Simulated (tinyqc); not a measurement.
Grain growth, pinning, strength and diffusional creep of a polycrystal or thin film: one step, computed by the program tinyqc.

One mean grain size d describes the structure.

Task: Yield stress. Hall-Petch term k_y/sqrt(d). Orowan term 3.06 x 0.4 G b ln(2 rbar/b)/(pi lambda sqrt(1 - nu)) with nu = 1/3, rbar = sqrt(2/3) r, lambda = rbar (sqrt(pi/f) - 2). Film term (threading dislocation, matched substrate, the geometry of an fcc (111) film taken for all cases): 3.464 G b ln(2 h/b)/(4 pi (1 - nu) h). The terms are added to sigma_0.

Inputs (values chosen for the exercise, modelled on polycrystalline silicon):
```
quantity                    value       unit
shear modulus G              65.4        GPa
Burgers vector b             3.84   angstrom
anneal temperature T         1167          K
particle volume fraction f   0.02          -
particle radius r              12         nm
film thickness h              350         nm
friction stress sigma_0       260        MPa
Hall-Petch slope k_y         0.27  MPa m^0.5
```

Sample: thin film on a substrate.

grain size d = 76.04454 nm

Give: Hall-Petch term; Orowan term; film term; yield stress.

Result:

Hall-Petch term = 979.1 MPa

Orowan term = 456.6 MPa

film term = 222.8 MPa

yield stress = 1918 MPa

Caution: silicon is brittle except at high temperature, so these strengthening laws for metals do not give its real strength. Caution: the grains are smaller than the film is thick, so they are not columnar, and the groove drag and film term are overstated.
